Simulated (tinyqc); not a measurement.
UHF in the 3-21g basis, for H2, spin multiplicity 3, step by step. One step of it, computed by the program tinyqc.

Question. Iteration 2: DIIS coefficients. Solve [B -1; -1 0][c; lambda] = [0; -1] for the coefficients, which sum to one.

B (overlaps of the stored error matrices):
```
               1              2
1  7.2719413e-01  3.6566522e-01
2  3.6566522e-01  1.8513709e-01
```

Give: DIIS coefficients.

Answer.

DIIS coefficients: -0.997  1.997
